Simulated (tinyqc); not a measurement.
# Surface concentration from sheet resistance and junction depth

Question. A p-type layer has N(x) = N0 exp(-(x/Ld)^2), xj = Ld sqrt(ln(N0/Nb)), N0 below Ns. Active dopant A = min(N, Ns); p solves p (p + Nb)/(A - Nb - p) = K, K = (NB/gd) exp(-E/Vt), E = max(Ei - ks A^(1/3), 0), so p = 2 K (A - Nb)/[Nb + K + sqrt((Nb + K)^2 + 4 K (A - Nb))]; mobility mu = m1 + (m2 (T/300 K)^(-bt) - m1)/(1 + ((A + Nb)/Nr)^am). 1/Rs = q times the integral of p mu from 0 to xj. Find N0, Ld and the dose down to xj.

Inputs (values chosen for the exercise): temperature T = 350 K; background doping of the opposite type Nb = 4e15 cm^-3; mobility limit at high doping m1 = 45.6 cm^2/(V s); mobility limit at low doping, at 300 K m2 = 466 cm^2/(V s); reference doping of the mobility law Nr = 2.2e17 cm^-3; exponent of the mobility law am = 0.696; temperature exponent of m2 bt = 2.2; solubility limit of active dopant Ns = 1.93e20 cm^-3; valence-band density of states at T NB = 3.4e19 cm^-3; ionisation energy in the dilute limit Ei = 0.0463 eV; degeneracy factor of the level gd = 4; lowering of Ei per N^(1/3) ks = 6.7e-9 eV cm.

Constants: q = 1.602176634e-19 C, kB = 1.380649e-23 J/K, Vt = kB T/q. Results are converted to the units shown.

Rs = 40689.186 ohm/square
xj = 121.27753 nm

Answer. For a given shape and background, Rs xj depends on N0 alone and falls as N0 rises (an Irvin curve), so it fixes N0; xj then gives Ld.

N0 = 1.300e17 cm^-3
Ld = 65.00 nm
dose = 7.426e11 cm^-2

Computed by the program tinyqc: `OMP_NUM_THREADS=1 python tinyqc.py 2110157 2110158 out.jsonl`, one thread of a shared Intel Xeon 2.30GHz, about 0.02 s for the whole run.
